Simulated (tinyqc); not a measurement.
Inside a calculation. Model: on-chip power grid, static voltage drop by conjugate gradients.

tinyqc, about 0.1 s, one thread, Intel Xeon 2.30GHz (shared host): `OMP_NUM_THREADS=1 python tinyqc.py 2770132 2770133 out.jsonl` Printed values are rounded.

A grid of 3 rows and 4 columns, node k = 4 row + column. Neighbours in a row are joined by Rx, in a column by Ry; pad nodes, which reach the supply through Rp: 0, 8. Each node draws I0, node 4 draws kh I0. The drops u = Vdd - V solve G u = i, with G the conductance matrix (1/Rp added on the diagonal at pad nodes).

Parameters, values chosen for the exercise: supply voltage Vdd = 0.8 V; resistance of a horizontal segment Rx = 0.21 ohm; resistance of a vertical segment Ry = 0.13 ohm; resistance from a pad node to the supply Rp = 0.25 ohm; load current of an ordinary node I0 = 1.2 mA; factor on the load at the hot node kh = 8.

## Diagonal of G, loads and first direction

G_kk = sum of the conductances at node k. Start u = 0, so the residual is r = i; z = r/G_kk (Jacobi preconditioner), p = z.

G_kk (S):
```
,col 0,col 1,col 2,col 3
row 0,16.4542,17.2161,17.2161,12.4542
row 1,20.1465,24.9084,24.9084,20.1465
row 2,16.4542,17.2161,17.2161,12.4542
```

r at the start (mA):
```
,col 0,col 1,col 2,col 3
row 0,1.2,1.2,1.2,1.2
row 1,9.6,1.2,1.2,1.2
row 2,1.2,1.2,1.2,1.2
```

p at the start (mV):
```
,col 0,col 1,col 2,col 3
row 0,0.0729297,0.0697021,0.0697021,0.0963529
row 1,0.476509,0.0481765,0.0481765,0.0595636
row 2,0.0729297,0.0697021,0.0697021,0.0963529
```

## Iteration 1: conjugate-gradient step

u at the start (mV):
```
,col 0,col 1,col 2,col 3
row 0,0,0,0,0
row 1,0,0,0,0
row 2,0,0,0,0
```

q = G p; with z = r/G_kk: a = (r.z)/(p.q); u(new) = u + a p; r(new) = r - a q; b = (r.z)(new)/(r.z); p(new) = z(new) + b p.

q (mA):
```
,col 0,col 1,col 2,col 3
row 0,-2.79737,0.15021,0.03867,0.40990
row 1,8.24859,-2.37084,-0.38539,-0.51176
row 2,-2.79737,0.15021,0.03867,0.40990
```

a = 1.58821

u after iteration 1 (mV):
```
,col 0,col 1,col 2,col 3
row 0,0.115827,0.110701,0.110701,0.153028
row 1,0.756794,0.076514,0.076514,0.094599
row 2,0.115827,0.110701,0.110701,0.153028
```

r after iteration 1 (mA):
```
,col 0,col 1,col 2,col 3
row 0,5.64280,0.96143,1.13858,0.54899
row 1,-3.50046,4.96539,1.81208,2.01279
row 2,5.64280,0.96143,1.13858,0.54899
```

b = 1.10998

p after iteration 1 (mV):
```
,col 0,col 1,col 2,col 3
row 0,0.423890,0.133213,0.143503,0.151031
row 1,0.355167,0.252821,0.126225,0.166022
row 2,0.423890,0.133213,0.143503,0.151031
```

## Iteration 2: conjugate-gradient step

As before.

q (mA):
```
,col 0,col 1,col 2,col 3
row 0,3.60838,-2.35323,0.14606,-0.07947
row 1,-0.56992,1.95559,-1.05817,0.42015
row 2,3.60838,-2.35323,0.14606,-0.07947
```

a = 2.28045

u after iteration 2 (mV):
```
,col 0,col 1,col 2,col 3
row 0,1.08249,0.41449,0.43795,0.49745
row 1,1.56673,0.65306,0.36436,0.47320
row 2,1.08249,0.41449,0.43795,0.49745
```

r after iteration 2 (mA):
```
,col 0,col 1,col 2,col 3
row 0,-2.58592,6.32786,0.80550,0.73022
row 1,-2.20079,0.50575,4.22517,1.05466
row 2,-2.58592,6.32786,0.80550,0.73022
```

b = 1.08849

p after iteration 2 (mV):
```
,col 0,col 1,col 2,col 3
row 0,0.304241,0.512556,0.202989,0.223028
row 1,0.277356,0.295497,0.307022,0.233063
row 2,0.304241,0.512556,0.202989,0.223028
```

## Iteration 3: conjugate-gradient step

As before.

q (mA):
```
,col 0,col 1,col 2,col 3
row 0,0.43180,4.13578,-2.36981,0.01823
row 1,-0.50000,-3.30785,2.00759,-0.19780
row 2,0.43180,4.13578,-2.36981,0.01823
```

a = 2.21414

u after iteration 3 (mV):
```
,col 0,col 1,col 2,col 3
row 0,1.75612,1.54936,0.88740,0.99126
row 1,2.18084,1.30733,1.04415,0.98924
row 2,1.75612,1.54936,0.88740,0.99126
```

r after iteration 3 (mA):
```
,col 0,col 1,col 2,col 3
row 0,-3.54199,-2.82933,6.05259,0.68986
row 1,-1.09372,7.82981,-0.21991,1.49261
row 2,-3.54199,-2.82933,6.05259,0.68986
```

b = 1.41699

p after iteration 3 (mV):
```
,col 0,col 1,col 2,col 3
row 0,0.215842,0.561942,0.639198,0.371418
row 1,0.338722,0.733059,0.426218,0.404335
row 2,0.215842,0.561942,0.639198,0.371418
```

## Course of the conjugate-gradient iteration

Stop when |r| is below 1e-9 mA.

Course of the iteration:
```
iteration,largest u (mV),|r| (mA)
1,0.756794,10.6
2,1.56673,10.9
3,2.18084,13.4
4,2.83988,11.7
5,3.42629,12.9
6,4.24879,7.74
7,4.57385,2.23
8,4.60716,< 1e-11
```

Converged in 8 iterations for 12 unknowns; in exact arithmetic the method needs at most 12. The condition number of the scaled matrix is 85.4. Gauss-Seidel sweeps in node order need 483 to reach the same residual.

## Worst drop, pad currents and power lost

converged u (mV):
```
,col 0,col 1,col 2,col 3
row 0,2.85000,3.81296,4.34785,4.60436
row 1,3.57988,3.92196,4.36418,4.60716
row 2,2.85000,3.81296,4.34785,4.60436
```

Pad current u/Rp; worst drop as a share of Vdd; power lost in the grid and pads sum_k i_k u_k; power delivered sum_k i_k (Vdd - u_k).

worst drop = 4.60716 mV
share of Vdd = 0.575894 %
pad currents (mA): node 0 11.4, node 8 11.4
power lost = 0.0873152 mW
power delivered = 18.1527 mW

The pad currents add up to the total load, 22.80 mA. The worst drop is at node 7, not at the hot node.
